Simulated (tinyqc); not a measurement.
Charge needed for a dipole step.

Two sheets of opposite charge dd apart with permittivity ei give the step D = q N dd/(eps0 ei).

Values chosen for this exercise: relative permittivity inside the dipole layer ei = 8.4; thickness of the dipole layer dd = 0.16 nm.

Constants: q = 1.602176634e-19 C, eps0 = 8.8541878128e-14 F/cm where lengths are in cm. Results are converted to the units shown.

Charge needed for a dipole step:

| N (cm^-2) | D (V) | field (MV/cm) | moment (debye/nm^2, 1 D = 3.33564e-30 C m) |
|---|---|---|---|
| 1e12 | 0.003447 | 0.2154 | 0.07685 |
| 2.7e12 | 0.009306 | 0.5816 | 0.2075 |
| 6.8e12 | 0.02344 | 1.465 | 0.5226 |
| 1.7e13 | 0.05859 | 3.662 | 1.306 |
| 4.5e13 | 0.1551 | 9.694 | 3.458 |
| 1.1e14 | 0.3791 | 23.70 | 8.454 |
| 2.9e14 | 0.9995 | 62.47 | 22.29 |

D is proportional to N, 0.1 V for 2.90e13 cm^-2. The same sheet as an uncompensated charge under 1 nm of a dielectric of permittivity 3.9 would shift the flat band by 1.35 V, and that shift would grow with thickness, which a dipole step does not. For N = 1.1e14, 2.9e14 the field exceeds 20 MV/cm; it acts over one bond length, where the sheet picture is only a bookkeeping device.

Numbers from tinyqc (`OMP_NUM_THREADS=1 python tinyqc.py 2410142 2410143 out.jsonl`; about 0.01 s on one thread of a shared Intel Xeon 2.30GHz).
